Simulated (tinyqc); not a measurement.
Keating valence-force model of a tetrahedral crystal: one step, computed by the program tinyqc.

Atom A sits at 0 and atom B at a/4 (1,1,1) of an fcc lattice; the four bonds from A are t = a/4 (1,1,1), a/4 (1,-1,-1), a/4 (-1,1,-1), a/4 (-1,-1,1), of length d = sqrt(3) a/4. Energy: E = (3 alpha/(8 d^2)) sum over bonds (r.r - d^2)^2 + (3 beta/(8 d^2)) sum over pairs of bonds at one atom (r_i.r_j + d^2/3)^2, with beta_A for the six pairs at A and beta_B for the six at B. The cell holds two atoms, Omega = a^3/4. 1 N/m = 1 J/m^2. With constants fitted to the elastic moduli this model puts optical and zone-boundary frequencies of real crystals too high, by up to about 20 % in elemental crystals and up to about 50 % in compounds, and mostly by more for TA modes; in compounds the lattice part of the static dielectric constant then comes out too low.

Question. Dynamical matrix at q. With displacements u exp(i q.r), each bracket changes by g.u, where g = (g_A, g_B): bond t, g = (-2 t, 2 t exp(i q.t)); pair (i, j) at A, g = (-(t_i + t_j), t_i exp(i q.t_j) + t_j exp(i q.t_i)); pair at B, g = (-t_i exp(-i q.t_j) - t_j exp(-i q.t_i), t_i + t_j). Then D_mn = sum over the 4 bonds and 12 pairs of (4 k/a^2) conj(g_m) g_n / sqrt(M_m M_n), with k = alpha or beta converted to eV/angstrom^2. Only the short-range forces enter; the Coulomb field of the charges is left out.

Inputs (values chosen for the exercise, modelled on zinc selenide):
```
quantity               value  unit
mass M_A               65.38     u
mass M_B               78.97     u
bond stretching alpha   34.8   N/m
bond bending beta_A     4.43   N/m
bond bending beta_B     4.43   N/m
```

Structure: zinc blende.

wave vector q (2 pi/a): 0.85  0.37  0.11

Constants: 1 eV/angstrom^2 = 16.02176634 J/m^2.

Give: D(q).

Answer.

D(q) (eV/(angstrom^2 u)):
```
                   A x                A y                A z                B x
A x            0.16066   0.00176+0.00185i   0.00065+0.00711i  -0.02620+0.01251i
A y   0.00176-0.00185i            0.15040   0.00131+0.00104i   0.05549-0.00354i
A z   0.00065-0.00711i   0.00131-0.00104i            0.15450   0.01474-0.01332i
B x  -0.02620-0.01251i   0.05549+0.00354i   0.01474+0.01332i            0.13301
B y   0.05549+0.00354i  -0.02620-0.01251i   0.00233+0.08448i   0.00146+0.00153i
B z   0.01474+0.01332i   0.00233+0.08448i  -0.02620-0.01251i   0.00054+0.00589i

                   B y                B z
A x   0.05549-0.00354i   0.01474-0.01332i
A y  -0.02620+0.01251i   0.00233-0.08448i
A z   0.00233-0.08448i  -0.02620+0.01251i
B x   0.00146-0.00153i   0.00054-0.00589i
B y            0.12452   0.00109-0.00086i
B z   0.00109+0.00086i            0.12791
```
